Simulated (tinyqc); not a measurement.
From results back to parameters: dielectric confinement in a thin film (image charges). Five cases, with inputs chosen for the exercise.

Problem. The self-energy at the centre was computed from a hidden eh.

A film |z| < t/2 of dielectric constant eps between half-spaces of dielectric constant e2; lam = (eps - e2)/(eps + e2), q = e^2/(4 pi eps0). The self-energy of a band edge is taken with the high-frequency value, e2 = eh, and the field of a fixed ion with the static one, e2 = eo. A charge at z has images lam^|n| at n t + (-1)^n z. Its self-energy is S(z) = (q/2 eps) sum over n >= 1 of lam^n [1/(n t - 2z) + 1/(n t + 2z)] for odd n and 2 lam^n/(n t) for even n; at the centre S(0) = -(q/(eps t)) ln(1 - lam).

Constants: e^2/(4 pi eps0) = 14.39964547 eV angstrom.

Find: lam; eh.

Method. lam = 1 - exp(-S(0) eps t/q), and eh = eps (1 - lam)/(1 + lam).

Case 1.

Values chosen: t = 54 angstrom (film thickness); eps = 13.4 (dielectric constant of the film).
S(0) = 27.7178 meV

Solution.

lam = 0.7516
eh = 1.9

Case 2.

Values chosen: t = 68 angstrom (film thickness); eps = 11.8 (dielectric constant of the film).
S(0) = 22.2235 meV

Solution.

lam = 0.7101
eh = 2.0

Case 3.

Values chosen: t = 32 angstrom (film thickness); eps = 12 (dielectric constant of the film).
S(0) = 25.3001 meV

Solution.

lam = 0.4907
eh = 4.1

Case 4.

Values chosen: t = 56 angstrom (film thickness); eps = 11.8 (dielectric constant of the film).
S(0) = 14.4298 meV

Solution.

lam = 0.4843
eh = 4.1

Case 5.

Values chosen: t = 18 angstrom (film thickness); eps = 11.8 (dielectric constant of the film).
S(0) = 47.4251 meV

Solution.

lam = 0.5032
eh = 3.9

Computed by tinyqc, one run a case: `OMP_NUM_THREADS=1 python tinyqc.py N N+1 out.jsonl` with N = 1250711, 1250808, 1250945, 1250969, 1251099; one thread of a shared Intel(R) Xeon(R) Processor @ 2.30GHz, about 0.06 s a run at most.
